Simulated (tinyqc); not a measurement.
Cell and bit-line capacitance from two signals.

Question. In a DRAM a freshly written one gives the bit-line signal (Vd/2) Cs/(Cs + Cb). Find Cs and Cb.

Values chosen for this exercise:
```
symbol  value  unit        meaning
Vd        1.1     V  array voltage
```

signal of a fresh one without and with 30 fF added to the bit line (mV): [53.225806, 40.243902]

Solution. (Vd/2)/signal = 1 + Cb/Cs, and the added capacitance raises it by its ratio to Cs.

Cs = 9.00 fF
Cb = 84.0 fF

tinyqc, about 0.01 s, one thread, Intel Xeon 2.30GHz (shared host): `OMP_NUM_THREADS=1 python tinyqc.py 2130127 2130128 out.jsonl`
